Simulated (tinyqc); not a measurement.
## Thermal resistances of a two-die stack

Question. Heat leaves through the lower die only, and the system is linear. Find the resistance R1 from the lower die to the coolant, R2 between the dies, and the rise of the upper die when both are powered.

Parameters, values chosen for the exercise:
- P1 = 20 W (power of the lower die)
- P2 = 9.1 W (power of the upper die)

rises of the lower and upper die with only the lower one powered (K): 4.4  4.4
rises of the lower and upper die with only the upper one powered (K): 2.002  5.096

Answer. With only the lower die powered no heat crosses R2, so both dies rise by P1 R1; the difference in the second test is P2 R2; rises add.

R1 = 0.220 K/W
R2 = 0.340 K/W
rise of the upper die = 9.50 K

Program tinyqc, `OMP_NUM_THREADS=1 python tinyqc.py 2162085 2162086 out.jsonl`; Intel Xeon 2.30GHz, shared host, one thread, about 0.02 s.
